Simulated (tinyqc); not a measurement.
Energy and delay of logic against supply voltage: one step of the calculation.

One expression serves below and above threshold: I(Vg) = Ik [ln(1 + exp((Vg - VT + dd V)/(al nf Vt)))]^al, with I_on = I(V) and I_off = I(0). Gate delay td = kd C V/I_on, clock period LD td. Per gate and cycle the switching energy is act C V^2 and the leakage energy I_off V LD td. No short-circuit current, no variation. Minima are sought above 0.09 V; below a few Vt gates no longer switch and the model has no meaning.

Question. Currents, delay and energies. I_on, I_off, td, clock frequency 1/(LD td), both energies and their sum.

Parameters, values chosen for the exercise; values of the order met in logic technologies: temperature T = 250 K; threshold voltage at zero drain bias VT = 0.4 V; slope factor nf = 1.41; barrier lowering per volt of supply dd = 0.07; specific current of a gate Ik = 1.1 uA; exponent of the current law al = 1.76; load capacitance of a gate C = 0.47 fF; delay factor kd = 0.9; logic depth LD = 16; activity factor act = 0.1; supply voltage V = 1.05 V.

Constants: q = 1.602176634e-19 C, kB = 1.380649e-23 J/K, Vt = kB T/q. Results are converted to the units shown.

Find: I_on; I_off; td; clock frequency; switching energy; leakage energy; energy.

Answer.

I_on = 107.8 uA
I_off = 0.02358 nA
td = 4.120 ps
clock frequency = 15.17 GHz
switching energy = 51.82 aJ
leakage energy = 0.001632 aJ
energy = 51.82 aJ

I_on/I_off = 4.57e6; leakage makes up 0.00315 % of the energy.

tinyqc, about 0.01 s, one thread, Intel Xeon 2.30GHz (shared host): `OMP_NUM_THREADS=1 python tinyqc.py 2082055 2082056 out.jsonl`
